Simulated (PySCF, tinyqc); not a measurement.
Worked calculation: CID on RHF in the sto-3g basis, for H2, spin multiplicity 1. The lowest restricted solution is unstable here: a spin-polarised one lies 0.0023 hartree lower (PySCF). One step of it, computed by the program tinyqc.

Problem. Iteration 3 (converged): orbitals. Diagonalise F' = X^T F X, C = X C', fill 1 alpha and 1 beta electrons from the bottom; D = 2 C_occ C_occ^T. Each column has its largest component positive (the first on a tie).

converged F (hartree), order 1H 1s, 2H 1s:
$$\begin{pmatrix}
-0.186508 & -0.395259 \\
-0.395259 & -0.186508
\end{pmatrix}$$

X, order 1H 1s, 2H 1s:
$$\begin{pmatrix}
1.060112 & -0.208408 \\
-0.208408 & 1.060112
\end{pmatrix}$$

Give: F' = X^T F X; orbital energies; coefficients C; D after iteration 3.

Solution.

F' = X^T F X (hartree):
$$\begin{pmatrix}
-0.0431 & -0.3790 \\
-0.3790 & -0.0431
\end{pmatrix}$$

orbital energies (hartree): MO1 -0.4220, MO2 0.3359

coefficients C, order 1H 1s, 2H 1s:
$$\begin{pmatrix}
0.6022 & 0.8970 \\
0.6022 & -0.8970
\end{pmatrix}$$

D after iteration 3, order 1H 1s, 2H 1s:
$$\begin{pmatrix}
0.7254 & 0.7254 \\
0.7254 & 0.7254
\end{pmatrix}$$
